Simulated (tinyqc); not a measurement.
Admittance spectroscopy of a deep trap: two steps of the calculation.

Schottky contact on an n-type layer with shallow donors Nd (all ionised) and a donor-like deep trap, neutral when filled and positive when empty; depletion approximation. Traps within lam of the depletion edge stay filled. The traps at xt = W - lam, where the level crosses the Fermi level, follow a slow signal and not a fast one. w = 2 pi f.

Values chosen for this exercise; material values close to those of 4H silicon carbide: relative permittivity eps_r = 9.76; conduction-band density of states at 300 K Nc = 1.69e19 cm^-3; thermal velocity at 300 K vth = 2e7 cm/s; shallow donor density Nd = 1.9e15 cm^-3; built-in voltage Vbi = 1.07 V; depth of the trap below the conduction edge Et = 0.66 eV; capture cross-section sn = 1.7e-16 cm^2; trap density Nt = 2.1e14 cm^-3; reverse bias Vr = 0.8 V; signal frequency f = 450 Hz; temperature T = 409 K.

Constants: q = 1.602176634e-19 C, kB = 1.380649e-23 J/K, eps0 = 8.8541878128e-14 F/cm where lengths are in cm. Results are converted to the units shown.

Problem 1. Widths and limiting capacitances. lam = sqrt(2 eps0 eps_r (EF - ET)/(q Nd)), EF - ET = Et - (kB T/q) ln(Nc(T)/Nd), Nc(T) = Nc (T/300 K)^1.5. In the steady state at the band bending V, 2 eps0 eps_r V/q = Nd W^2 + Nt (W - lam)^2 (the second term only if W > lam). V = Vbi + Vr. C_HF = eps0 eps_r/W, C_LF = eps0 eps_r (Nd + Nt)/(Nd W + Nt xt).

Wanted: lam; W; xt; C_HF; C_LF.

Solution 1.

lam = 428.3 nm
W = 1012 nm
xt = 583.6 nm
C_HF = 8.540 nF/cm^2
C_LF = 8.915 nF/cm^2

The step is 4.40 % of C_HF.

Problem 2. Admittance at the signal frequency. Emission rate en = sn vth(T) Nc(T) exp(-Et/kB T) = sn g T^2 exp(-Et/kB T), g = vth Nc/(300 K)^2, as vth goes as T^0.5 and Nc as T^1.5 (degeneracy factor 1). Inflection frequency w0 = 2 en [1 + Nt xt/(Nd W)]; C = C_HF + (C_LF - C_HF)/(1 + (w/w0)^2), G/w = (C_LF - C_HF)(w/w0)/(1 + (w/w0)^2).

W = 1011.9592 nm
xt = 583.63980 nm
C_HF = 8.5395610 nF/cm^2
C_LF = 8.9151115 nF/cm^2

Find: en; w0/(2 pi); C; G/w.

Solution 2.

en = 786.90 1/s
w0/(2 pi) = 266.45 Hz
C = 8.6370 nF/cm^2
G/w = 0.16464 nF/cm^2

The signal lies near the inflection, where the loss is largest.

Numbers from tinyqc (`OMP_NUM_THREADS=1 python tinyqc.py 2050033 2050034 out.jsonl`; about 0.01 s on one thread of a shared Intel Xeon 2.30GHz).
